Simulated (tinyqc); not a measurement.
# Off-state leakage of single and stacked transistors: two studies

n-channel devices of unit width. Subthreshold current I(Vg, Vs, Vd) = I0 (T/300 K)^0.5 exp[(Vg - Vs - VT(T) - gb (Vs - Vb) + dd (Vd - Vs))/(nf Vt)] (1 - exp(-(Vd - Vs)/Vt)), VT(T) = VT - cT (T - 300 K). Gate-edge tunnelling Ig (Vd/1 V) exp(ag (Vd - 1 V)), for a gate at 0 V, and band-to-band leakage Ab u exp(-Bb/u), u = Vd - Vb + 1 V, flow at a drain held at V; both are taken as independent of T. In a stack of off transistors (all gates at 0 V) the same subthreshold current passes through each.

Parameters, values chosen for the exercise; values of the order met in bulk silicon logic transistors:
- T = 358 K (temperature)
- V = 0.8 V (supply voltage)
- VT = 0.39 V (threshold at 300 K, zero drain and body bias)
- cT = 1 mV/K (fall of the threshold with temperature)
- I0 = 0.93 uA/um (current at threshold at 300 K)
- nf = 1.17 (slope factor)
- dd = 0.1 (drain-induced lowering per volt)
- gb = 0.14 (rise of the threshold per volt of source-body bias)
- Ig = 5e-6 uA/um (gate-edge tunnelling current at 1 V)
- ag = 5.9 1/V (exponential slope of the gate current)
- Ab = 40 uA/(um V) (prefactor of band-to-band leakage at the drain)
- Bb = 21 V (its exponential voltage)
- Vb = 0 V (body voltage)

Constants: q = 1.602176634e-19 C, kB = 1.380649e-23 J/K, Vt = kB T/q. Results are converted to the units shown.

Each table varies one quantity; the others keep the values above.

## Subthreshold current against the height of the stack

All n gates at 0 V, bottom source at 0 V, top drain at V; node voltages follow from equal currents.

Subthreshold current against the height of the stack:
```
n	I (nA/um)	reduction factor	drain voltage of the bottom device (mV)	source voltage of the top device (mV)	voltage across the top device (V)
1	0.9436	1.000	800.0	0	0.8000
2	0.1069	8.827	63.39	63.39	0.7366
3	0.05417	17.42	21.18	83.18	0.7168
4	0.03608	26.15	12.76	95.01	0.7050
5	0.02700	34.94	9.123	103.4	0.6966
6	0.02156	43.77	7.098	110.0	0.6900
```

What does the table show?

The second transistor cuts the current by a factor of 8.83, the third by a further 1.97 and the sixth by 1.25. The top device keeps 86.3 % of the supply at n = 6, while the drain voltage of the bottom one falls to 0.230 Vt.

## Leakage components against the supply voltage

Same model as above.

One transistor with Vg = Vs = 0, Vd = V; stack factor I(one)/I(two in series).

Leakage components against the supply voltage:
```
V (V)	subthreshold (nA/um)	gate edge (nA/um)	band-to-band (nA/um)	total (nA/um)	stack factor	largest part
0.5	0.4110	1.308e-4	0.04989	0.4610	4.622	subthreshold
0.6	0.5422	2.833e-4	0.1277	0.6701	5.685	subthreshold
0.7	0.7152	5.962e-4	0.2936	1.009	7.057	subthreshold
0.8	0.9436	0.001229	0.6174	1.562	8.827	subthreshold
0.9	1.245	0.002494	1.204	2.452	11.11	subthreshold
1	1.642	0.005000	2.203	3.850	14.06	band-to-band
1.1	2.166	0.009922	3.814	5.990	17.87	band-to-band
1.2	2.858	0.01953	6.294	9.172	22.79	band-to-band
1.3	3.770	0.03816	9.965	13.77	29.14	band-to-band
1.4	4.974	0.07414	15.21	20.26	37.34	band-to-band
```

What does the table show?

As V goes from 0.5 to 1.4, the total leakage rises from 0.461 to 20.3 nA/um. The subthreshold part leads at V = 0.5, the band-to-band part from 1 on. The reduction by a stack of two rises from 4.62 to 37.3, for the subthreshold part alone.

Numbers from tinyqc (`OMP_NUM_THREADS=1 python tinyqc.py 2242092 2242093 out.jsonl`; about 0.04 s on one thread of a shared Intel Xeon 2.30GHz).
